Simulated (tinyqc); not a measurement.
Holstein polaron on two sites: one step, computed by the program tinyqc.

One electron on sites 1 and 2: H = -t (c1+ c2 + c2+ c1) + hbar omega sum_i b_i+ b_i - g hbar omega sum_i n_i (b_i + b_i+). The symmetric phonon shifts the energy by -g^2 hbar omega/2 and drops out; with b = (b_1 - b_2)/sqrt(2) there remains H = -t sigma_x + hbar omega b+ b - (g hbar omega/sqrt(2)) sigma_z (b + b+). Parity splits it into blocks p = +1 and -1 over phonon numbers n. Zero-point energies are left out. Weights Z refer to mode b alone; the displaced symmetric mode multiplies the full zero-phonon weight by exp(-g^2/2).

Problem. Levels in the small basis. Diagonalise H; the eigenvector has its largest component positive; Z is the weight of n = 0.

H, even block (meV):
$$\begin{pmatrix}
-296.9272 & -161.1921 & 0.0000 & 0.0000 & 0.0000 & 0.0000 \\
-161.1921 & 62.0728 & -227.9600 & 0.0000 & 0.0000 & 0.0000 \\
0.0000 & -227.9600 & -18.9272 & -279.1928 & 0.0000 & 0.0000 \\
0.0000 & 0.0000 & -279.1928 & 340.0728 & -322.3841 & 0.0000 \\
0.0000 & 0.0000 & 0.0000 & -322.3841 & 259.0728 & -360.4364 \\
0.0000 & 0.0000 & 0.0000 & 0.0000 & -360.4364 & 618.0728
\end{pmatrix}$$

Give: levels; lowest eigenvector; Z in the small basis.

Solution.

levels (meV): [-401.8, -275.7, -59.3, 232.6, 554.1, 913.5]

lowest eigenvector: [0.7172, 0.4667, 0.4425, 0.2258, 0.1365, 0.0482]

Z in the small basis = 0.5144
